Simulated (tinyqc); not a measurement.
# Carrier lifetime of an n-type layer with SRH, radiative, Auger and surface recombination: two studies

Uniform excess density dn = dp (no trapping), n = n0 + dn, p = p0 + dn, Boltzmann statistics, full ionisation. Surfaces enter as a rate 2 S dn/d, which holds while diffusion to them is fast.

Parameters, values chosen for the exercise; band and dielectric values close to those of gallium arsenide:
```
symbol     value    unit                                      meaning
T            350       K                                  temperature
Eg          1.43      eV                                     band gap
Nc       5.53e17   cm^-3       conduction-band density of states at T
Nv       1.14e19   cm^-3          valence-band density of states at T
B       6.87e-10  cm^3/s                        radiative coefficient
N           5e16   cm^-3                                donor density
Cn       2.9e-30  cm^6/s            Auger coefficient (two electrons)
Cp       2.1e-30  cm^6/s                Auger coefficient (two holes)
Nt        1.7e11   cm^-3                                 trap density
sn         1e-17    cm^2          capture cross-section for electrons
sp         9e-14    cm^2              capture cross-section for holes
vth        1.1e7    cm/s             thermal velocity (both carriers)
Et          0.43      eV         trap level below the conduction band
S              0    cm/s  surface recombination velocity (both faces)
d            100      um                             sample thickness
```

Constants: q = 1.602176634e-19 C, kB = 1.380649e-23 J/K, Vt = kB T/q. Results are converted to the units shown.

Each table varies one quantity; the others keep the values above.

## Lifetime against injection

ni = sqrt(Nc Nv) exp(-Eg/(2 Vt)), Eg in volts; majority density N/2 + sqrt(N^2/4 + ni^2), n0 p0 = ni^2; n1 = Nc exp(-Et/Vt), p1 = Nv exp((Et - Eg)/Vt); tn0 = 1/(sn vth Nt), tp0 = 1/(sp vth Nt). With e = n p - ni^2 = dn (n0 + p0 + dn): U_SRH = e/(tp0 (n + n1) + tn0 (p + p1)), U_rad = B e, U_Aug = (Cn n + Cp p) e, U_s = 2 S dn/d. Each tau is dn over its rate; tau = dn/U with U the sum.

Lifetime against injection:

| dn (cm^-3) | tau_SRH (s) | tau_rad (s) | tau_Aug (s) | tau (s) | radiative share (%) | largest path |
|---|---|---|---|---|---|---|
| 1e11 | 6.0488e-6 | 2.9112e-8 | 1.3793e-4 | 2.8966e-8 | 99.500 | radiative |
| 1e12 | 7.0113e-6 | 2.9111e-8 | 1.3792e-4 | 2.8985e-8 | 99.566 | radiative |
| 1e13 | 1.6635e-5 | 2.9106e-8 | 1.3786e-4 | 2.9049e-8 | 99.804 | radiative |
| 1e14 | 1.1268e-4 | 2.9054e-8 | 1.3718e-4 | 2.9040e-8 | 99.953 | radiative |
| 1e15 | 0.0010545 | 2.8541e-8 | 1.3072e-4 | 2.8534e-8 | 99.975 | radiative |
| 1e16 | 0.0089186 | 2.4260e-8 | 8.5470e-5 | 2.4253e-8 | 99.971 | radiative |
| 1e17 | 0.035657 | 9.7040e-9 | 1.0336e-5 | 9.6949e-9 | 99.906 | radiative |
| 1e18 | 0.050935 | 1.3863e-9 | 1.8511e-7 | 1.3760e-9 | 99.257 | radiative |
| 1e19 | 0.053216 | 1.4484e-10 | 1.9843e-9 | 1.3498e-10 | 93.197 | radiative |

Read the table: what changes, and by how much?

Radiative recombination leads at dn = 1e11 and in all other rows. The total lifetime goes from 2.897e-8 through a maximum of 2.905e-8 (at dn = 1e13 among the rows listed) to 1.350e-10 s. tau_SRH goes from 6.05e-6 s (low-injection limit 5.94e-6 s) to 0.0532 s (high-injection limit tn0 + tp0 = 0.0535 s). Between the last two rows tau_rad goes as dn^(-0.98) and tau_Aug as dn^(-1.97); the radiative share goes from 99.5 through a maximum of 100 (at dn = 1e15 among the rows listed) to 93.2 %. For dn = 1e18, 1e19 the carriers are degenerate, where B and the Auger coefficients no longer stay constant.

## Effect of the donor density at dn = 5e16 cm^-3

Same model as above.

Here dn = 5e16 cm^-3.

Effect of the donor density at dn = 5e16 cm^-3:

| N (cm^-3) | tau_SRH (s) | tau_rad (s) | tau_Aug (s) | tau (s) | radiative share (%) | largest path |
|---|---|---|---|---|---|---|
| 1e14 | 0.053375 | 2.9054e-8 | 7.9748e-5 | 2.9043e-8 | 99.964 | radiative |
| 3e14 | 0.053163 | 2.8938e-8 | 7.9247e-5 | 2.8928e-8 | 99.963 | radiative |
| 7e14 | 0.052744 | 2.8710e-8 | 7.8260e-5 | 2.8700e-8 | 99.963 | radiative |
| 2e15 | 0.051425 | 2.7992e-8 | 7.5179e-5 | 2.7982e-8 | 99.963 | radiative |
| 5e15 | 0.048620 | 2.6466e-8 | 6.8740e-5 | 2.6455e-8 | 99.961 | radiative |
| 1e16 | 0.044569 | 2.4260e-8 | 5.9737e-5 | 2.4250e-8 | 99.959 | radiative |
| 3e16 | 0.033428 | 1.8195e-8 | 3.7092e-5 | 1.8186e-8 | 99.951 | radiative |
| 8e16 | 0.020574 | 1.1197e-8 | 1.5959e-5 | 1.1189e-8 | 99.930 | radiative |

Radiative recombination leads at N = 1e14 and in all other rows. tau_SRH falls from 0.0534 to 0.0206 s and the total lifetime falls from 2.90e-8 to 1.12e-8 s. Between the last two rows tau_rad goes as N^(-0.49) and tau_Aug as N^(-0.86).

Numbers from tinyqc (`OMP_NUM_THREADS=1 python tinyqc.py 2300115 2300116 out.jsonl`; about 0.01 s on one thread of a shared Intel Xeon 2.30GHz).
